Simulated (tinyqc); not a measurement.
# Capacitance measurement on a leaky thin oxide: effects of series resistance and leakage: readings against frequency

The device is a capacitance C in parallel with a leakage conductance G, in series with Rs and Ls. An impedance meter reports either a parallel pair (Cp, Gp) from Y = 1/Z = Gp + i w Cp or a series pair (Cs, Rm) from Z = Rm + 1/(i w Cs); w = 2 pi f, dissipation D = Gp/(w |Cp|).

EOT = 3.9 tox/eox; CET = EOT + zc + zp; C = 3.9 eps0 A/CET; G = Jg A/Vs. Z = Rs + i w Ls + 1/(G + i w C); CET read from Cp = 3.9 eps0 A/Cp; errors under 0.001 % are printed as 0.

Values chosen for this exercise; values of the order met in thin-oxide MOS capacitors:
- eox = 3.9 (relative permittivity of the gate insulator (close to silicon dioxide))
- tox = 0.92 nm (insulator thickness)
- A = 10000 um^2 (gate area)
- zc = 0.29 nm (oxide-equivalent thickness added by the accumulation layer)
- zp = 0.14 nm (oxide-equivalent thickness added by gate depletion)
- Jg = 0.0012 A/cm^2 (gate leakage current density, not matched to the thickness)
- Vs = 0.21 V (voltage for an e-fold rise of the leakage)
- Rs = 49 ohm (series resistance)
- Ls = 0 nH (series inductance)

Constants: eps0 = 8.8541878128e-14 F/cm where lengths are in cm. Results are converted to the units shown.

The same in every row: C (pF) = 255.8.

Result of one run:
```
f (Hz)	Cp (pF)	Cs (pF)	D	error of Cp (%)	error of Cs (%)	CET read from Cp (nm)
3e6	242.3	255.8	0.2364	-5.29	0	1.425
```

What becomes of these results when the measuring frequency f is changed from 3e6 to 3000 Hz, all else the same?

Result of the changed run:
```
f (Hz)	Cp (pF)	Cs (pF)	D	error of Cp (%)	error of Cs (%)	CET read from Cp (nm)
3000	255.8	259.4	0.1188	-5.61e-3	1.40	1.350
```

The whole series:
```
f (Hz)	Cp (pF)	Cs (pF)	D	error of Cp (%)	error of Cs (%)	CET read from Cp (nm)
1000	255.8	288.1	0.3556	-5.60e-3	12.6	1.350
3000	255.8	259.4	0.1188	-5.61e-3	1.40	1.350
10000	255.8	256.1	0.03634	-5.66e-3	0.126	1.350
30000	255.8	255.8	0.01421	-6.16e-3	0.0140	1.350
1e5	255.8	255.8	0.01143	-0.0118	1.26e-3	1.350
3e5	255.6	255.8	0.02481	-0.0614	0	1.351
1e6	254.2	255.8	0.07911	-0.622	0	1.358
3e6	242.3	255.8	0.2364	-5.29	0	1.425
1e7	157.9	255.8	0.7875	-38.3	0	2.187
3e7	38.86	255.8	2.363	-84.8	0	8.885
```

D goes from 0.356 through a minimum of 0.0114 (at f = 1e5 Hz among the rows listed) to 2.36; without inductance its minimum lies at f = sqrt(G (1 + G Rs)/Rs)/(2 pi C) = 67200 Hz. The error of Cp goes from -0.00560 to -84.8 % and that of Cs from 12.6 to 0 %; at low frequency Cp tends to C/(1 + G Rs)^2 and Cs grows as 1 + (G/(w C))^2. One of the two readings is within 2 % of C for f = 1000, 3000, 10000, 30000, 1e5, 3e5, 1e6, 3e6, 1e7, 3e7 Hz. For f = 3e7 D exceeds 1, where the accuracy of real meters degrades in proportion to sqrt(1 + D^2).

tinyqc, about 0.01 s, one thread, Intel Xeon 2.30GHz (shared host): `OMP_NUM_THREADS=1 python tinyqc.py 2022011 2022012 out.jsonl`
